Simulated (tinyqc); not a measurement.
Inside a calculation: two electrons on one impurity (helium-like model). Values are carried at full precision from step to step, so a last printed digit may differ when a step is redone from the rounded ones.

Units Ha* = 2 Ry m/eps^2 and a* = a0 eps/m. One electron is bound by Z^2/2. Two electrons in the singlet built from exp(-a r) and exp(-b r): S = 8 (ab)^(3/2)/(a + b)^3, h_aa = a^2/2 - Z a, h_bb alike, h_ab = S (ab/2 - Z (a + b)/2), J = ab (a^2 + 3ab + b^2)/(a + b)^3, K = 20 (ab)^3/(a + b)^5, E = (h_aa + h_bb + 2 S h_ab + J + K)/(1 + S^2). For a = b this is a^2 - 2 Z a + 5a/8. Real double donors are deeper, since the central cell is left out.

Constants: Ry = 13.60569312 eV; a0 (Bohr radius) = 0.5291772105 angstrom.

Values chosen for the exercise (near those of impurities in Si; shifted at random, so the results belong to these values and not to a real crystal): m = 0.295 m0 (one mean mass); eps = 11.4 (dielectric constant); Z = 2 (effective charge (1: D- centre, 2: double donor; other values mimic a central cell)); ab = (2.21, 1.34) 1/a* (trial exponents a, b).

## Units and equal orbitals

Give Ha*, a*, the best common exponent Z - 5/16, E = -(Z - 5/16)^2, and the binding of the second electron -Z^2/2 - E.

Ha* = 61.768 meV
a* = 20.45 angstrom
exponent = 1.6875
E with equal orbitals = -2.84766 Ha*
binding of the second electron = 52.36 meV

The first electron is bound by 123.5 meV, 2.36 times as much as the second.

## Unequal orbitals

Evaluate the integrals and E.

S, h_aa, h_bb, h_ab, J, K: 0.91128  -1.97795  -1.78220  -1.88571  1.03022  0.92125

E = -2.86571 Ha*

This lies 0.0181 Ha* below the best equal-orbital value -(Z - 5/16)^2.

## The minimum over a and b

Give a, b, E, both binding energies and U, their difference.

a, b (1/a*): 2.183  1.189

E = -2.87566 Ha*

binding of the first and second electron (meV): 123.54  54.09

U = 69.45 meV

Letting one electron stay close and the other roam (decay lengths 9 and 17 angstrom) gains 1.73 meV. The exact value for Z = 2 is -2.90372, 1.73 meV lower.

## Checks

- Minimum for Z = 1 against the known -0.51330: both -0.51330.
- Minimum for Z = 2 against the known -2.87566: both -2.87566.

tinyqc: `OMP_NUM_THREADS=1 python tinyqc.py 1251944 1251945 out.jsonl`; about 0.04 s, one thread, shared Intel(R) Xeon(R) Processor @ 2.30GHz.
